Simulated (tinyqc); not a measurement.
Inside a calculation. Method: CIS and TDHF on RHF in the sto-3g basis, for H2, spin multiplicity 1. Computed by tinyqc, a small Python program that keeps every step (integrals from PySCF). Settings: charge = 0, multiplicity = 1, basis = sto-3g, method = RHF, energy threshold = 1e-10, iteration cap = 63, orthogonalisation = symmetric, start = atomic densities, DIIS depth = 6, TDHF = 1. Command: `OMP_NUM_THREADS=1 python tinyqc.py 27671 27672 out.jsonl` (the two numbers bound the seeds that draw the settings). One thread of a shared host (Intel(R) Xeon(R) Processor @ 2.60GHz), about 0.05 s of CPU time with the checks. The early iterations of the SCF are left out here.

## One-electron integrals

Geometry (angstrom):
```
atom,x,y,z
H,0.000000,0.000000,0.000000
H,0.000000,0.000000,0.716000
```

Basis sto-3g: exponents (1/bohr^2) and contraction coefficients of normalised primitives:
```
element,l (shell),exponent,coefficient
H,s (1),3.425251,0.154329
H,s (1),0.623914,0.535328
H,s (1),0.168855,0.444635
```

Overlap, kinetic and nuclear-attraction integrals over the contracted functions; the nuclear repulsion is the sum of Za Zb / Rab.

nuclear repulsion = 0.73907432 hartree

overlap S:
```
,1H 1s,2H 1s
1H 1s,1.000000,0.675595
2H 1s,0.675595,1.000000
```

kinetic energy T (hartree):
```
,1H 1s,2H 1s
1H 1s,0.760032,0.251531
2H 1s,0.251531,0.760032
```

nuclear attraction V (hartree):
```
,1H 1s,2H 1s
1H 1s,-1.896833,-1.239303
2H 1s,-1.239303,-1.896833
```

core Hamiltonian H = T + V (hartree):
```
,1H 1s,2H 1s
1H 1s,-1.136801,-0.987772
2H 1s,-0.987772,-1.136801
```

## Two-electron integrals

Functions are numbered as in S; the eight-fold symmetry (ij|kl) = (ji|kl) = (kl|ij) leaves the list below.

Two-electron integrals (ij|kl) in chemists' order, unique and non-zero (hartree):
```
i,j,k,l,(ij|kl)
1,1,1,1,0.774606
2,1,1,1,0.458358
2,1,2,1,0.313774
2,2,1,1,0.579053
2,2,2,1,0.458358
2,2,2,2,0.774606
```

## Orthogonalisation

S = U s U^T; symmetric (Loewdin) form X = U s^(-1/2) U^T, so that X^T S X = 1.

eigenvalues of S: 0.324405  1.675595

X:
```
,1H 1s,2H 1s
1H 1s,1.264127,-0.491597
2H 1s,-0.491597,1.264127
```

## Iteration 3 (converged): orbitals

converged F (hartree):
```
,1H 1s,2H 1s
1H 1s,-0.380159,-0.606121
2H 1s,-0.606121,-0.380159
```

Diagonalise F' = X^T F X, C = X C', fill 1 alpha and 1 beta electrons from the bottom; D = 2 C_occ C_occ^T. Each column has its largest component positive (the first on a tie).

F' = X^T F X (hartree):
```
,1,2
1,0.053965,-0.642579
2,-0.642579,0.053965
```

orbital energies (hartree): MO1 -0.588615, MO2 0.696544

coefficients C:
```
,MO1,MO2
1H 1s,0.546261,1.241485
2H 1s,0.546261,-1.241485
```

D after iteration 3:
```
,1H 1s,2H 1s
1H 1s,0.596803,0.596803
2H 1s,0.596803,0.596803
```

## Convergence

Stop when the energy changes by less than 1e-10 hartree and every element of the error matrix X^T (F D S - S D F) X is below 3e-06.

Course of the cycle:
```
iteration,E (hartree),change,largest element of the error matrix
1,-0.78556965,-,1.35e-16
2,-1.11749145,-3.32e-01,2.86e-16
3,-1.11749145,6.66e-16,0.000000
```

PySCF RHF in the same basis = -1.11749145 hartree

Converged in 3 iterations.

## Integrals over molecular orbitals

(pq|rs) = sum C_ip C_jq C_kr C_ls (ij|kl), one index at a time.

one-electron integrals over orbitals h = C^T H C (hartree):
```
,1,2
1,-1.267951,0.000000
2,0.000000,-0.459394
```

Two-electron integrals over orbitals (pq|rs), unique and non-zero (hartree):
```
p,q,r,s,(pq|rs)
1,1,1,1,0.679337
2,1,2,1,0.179878
2,2,1,1,0.667908
2,2,2,2,0.702103
```

## CIS matrix, singlets

A(ia,jb) = (e_a - e_i) d_ij d_ab + 2 (ia|jb) - (ij|ab).

CIS matrix A, singlet (hartree):
```
,1>2
1>2,0.977006
```

## CIS singlet states

dipole integrals <i|r|a> (bohr):
```
,x,y,z
1>2,0.000000,0.000000,-0.917601
```

Diagonalise A (1 hartree = 27.211386 eV); each vector has its largest component positive (the first on a tie). The transition dipole is mu = sqrt2 sum c_ia <i|r|a>.

singlet excitation energies (eV): 26.585697

lowest vectors:
```
,state 1
1>2,1.000000
```

oscillator strengths 2/3 w |mu|^2: 1.096841

## TDHF (RPA) singlet states

B(ia,jb) = 2 (ia|jb) - (ib|ja); the squared energies are the eigenvalues of (A - B)(A + B); 1 hartree = 27.211386 eV.

TDHF matrix B, singlet (hartree):
```
,1>2
1>2,0.179878
```

squared energies w^2 (hartree^2): 0.922185

TDHF energies from the positive w^2 (eV): 26.131225

## CIS matrix, triplets

A(ia,jb) = (e_a - e_i) d_ij d_ab - (ij|ab).

CIS matrix A, triplet (hartree):
```
,1>2
1>2,0.617251
```

## CIS triplet states

Diagonalise A (1 hartree = 27.211386 eV); each vector has its largest component positive (the first on a tie).

triplet excitation energies (eV): 16.796246

lowest vectors:
```
,state 1
1>2,1.000000
```

## TDHF (RPA) triplet states

B(ia,jb) = - (ib|ja); the squared energies are the eigenvalues of (A - B)(A + B); 1 hartree = 27.211386 eV.

TDHF matrix B, triplet (hartree):
```
,1>2
1>2,-0.179878
```

squared energies w^2 (hartree^2): 0.348642

TDHF energies from the positive w^2 (eV): 16.067219
